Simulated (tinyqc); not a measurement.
Averaged masses of warped heavy- and light-hole bands: one step. Other forms of the parameters.

Constants: Ry = 13.60569312 eV; a0 (Bohr radius) = 0.5291772105 angstrom.

Inputs chosen for the exercise (near those of Ge; shifted at random, so the results belong to these values and not to a real crystal):
- g1 = 13.4 (Luttinger gamma1)
- g2 = 4.3 (gamma2)
- g3 = 5.62 (gamma3)
- eps = 15.44 (dielectric constant)

Question. Dresselhaus-Kip-Kittel form E = c [A k^2 -/+ sqrt(B^2 k^4 + C^2 (kx^2 ky^2 + ky^2 kz^2 + kz^2 kx^2))] with A = g1, B = 2 g2, C^2 = 12 (g3^2 - g2^2). Spherical form: mu = (6 g3 + 4 g2)/(5 g1), delta = (g3 - g2)/g1, masses 1/(g1 (1 -/+ mu)). Effective rydberg R* = Ry/(g1 eps^2) and radius a* = a0 g1 eps.

Give: A, B, |C|; mu, delta; spherical masses, heavy and light; R*; a*.

Answer.

A, B, |C|: [13.400, 8.600, 12.535]

mu, delta: [0.7600, 0.0985]

spherical masses, heavy and light (m0): [0.3109, 0.0424]

R* = 4.26 meV
a* = 109.5 angstrom

delta/mu = 0.13 measures the warping against the spherical splitting.

Run: tinyqc, `OMP_NUM_THREADS=1 python tinyqc.py 1080533 1080534 out.jsonl`; Intel(R) Xeon(R) Processor @ 2.30GHz, one thread, shared host; about 0.02 s of CPU time with all checks.
